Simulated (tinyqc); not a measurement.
Thermal, flicker and telegraph noise of a field-effect transistor. From one set of inputs to another, one input at a time. Computed by tinyqc, a small Python program. Command: `OMP_NUM_THREADS=1 python tinyqc.py 3022377 3022378 out.jsonl noise ladder`. One thread of a shared host (Intel(R) Xeon(R) Processor @ 2.30GHz), about 0.01 s of CPU time with the checks.

Strong inversion, threshold roll-off and channel-length modulation left out; noise sources are uncorrelated and are given as one-sided spectral densities.

The inputs printed are set A. Set A is modelled on a silicon n-channel; the values taken over come from a set modelled on a high-k silicon transistor. Inputs not listed in the table keep their values of set A, so the rows need not describe a real material.

Inputs (values chosen for the exercise, modelled on a silicon n-channel):
```
quantity,value,unit
width W,25,micrometre
length L,1500,nm
electrical oxide thickness t,3.6,nm
mobility mu,430,cm^2/(V s)
saturation velocity v_s,0.9,1e7 cm/s
overdrive V_ov,0.77,V
thermal noise factor gamma,1,-
oxide trap density N_t,4.3e+18,1/(eV cm^3)
oxide barrier phi,2.3,eV
oxide mass m_ox,0.27,m_0
Coulomb scattering coefficient alpha_sc,22000,V s/C
frequency f,10000,Hz
temperature T,300,K
```

Operating region: saturation. Flicker model: number with correlated mobility.

Constants: eps_0 = 8.8541878128e-12 F/m; hbar = 1.054571817e-34 J s; m_0 = 9.1093837015e-31 kg; e = 1.602176634e-19 C; k_B = 8.617333262e-05 eV/K; k_B = 1.380649e-23 J/K.

Method:
- C_ox = 3.9 eps_0/t; V_c = 2 v_s L/mu; I = W C_ox v_s V_ov^2/(V_ov + V_c); g_m = W C_ox v_s V_ov (V_ov + 2 V_c)/(V_ov + V_c)^2; g_d0 = mu C_ox (W/L) V_ov.
- Tunnelling length lambda = hbar/(2 sqrt(2 m_ox phi)); flat-band noise S_Vfb = e^2 k_B T lambda N_t/(W L C_ox^2 f). S_I = g_m^2 S_Vfb (1 + alpha_sc mu C_ox I/g_m)^2.
- Thermal: S_I = 4 k_B T gamma g_d0; input-referred S_V = S_I/g_m^2; corner f_c where flicker equals thermal.
- Total input noise from 1 Hz to f_c: sqrt(S_V,thermal [f_c ln(f_c/1 Hz) + f_c - 1 Hz]).

Each row keeps all changes above it:
```
input moved,from,to,input-referred thermal noise (nV/sqrt(Hz)),flicker S_I/I^2 (1/Hz),input noise up to f_c (microvolt)
set A,-,-,2.101,1.362e-12,218.0
width W (micrometre),25,4.7,4.845,7.242e-12,502.9
mobility mu (cm^2/(V s)),430,410,4.925,6.729e-12,482.3
temperature T (K),300,400,5.687,8.972e-12,556.9
oxide trap density N_t (1/(eV cm^3)),4.3e+18,1.6e+17,5.687,3.338e-13,98.6
oxide barrier phi (eV),2.3,2.6,5.687,3.140e-13,95.5
Coulomb scattering coefficient alpha_sc (V s/C),22000,7300,5.687,7.229e-14,43.9
length L (nm),1500,130,4.681,6.542e-13,191.8
```

Input-referred thermal noise goes from 2.10 to 4.68, a factor 2.23 in all. The largest single move comes from width W (a factor 2.31), and length L works against it (a factor 0.823). Flicker S_I/I^2 goes from 1.36e-12 to 6.54e-13, a factor 0.480 in all. The largest single move comes from oxide trap density N_t (a factor 0.0372), and length L works against it (a factor 9.05). Input noise up to f_c goes from 218 to 192, a factor 0.880 in all. The largest single move comes from oxide trap density N_t (a factor 0.177), and length L works against it (a factor 4.37). The single moves hold for this order of the switches; the total does not depend on the order.

Caution (rows length L): fewer than one trap per decade of time constant is active, so one device shows telegraph steps and the 1/f law is only a mean over many devices.

Extremes, crossings and ranges named in words are read from the listed rows.
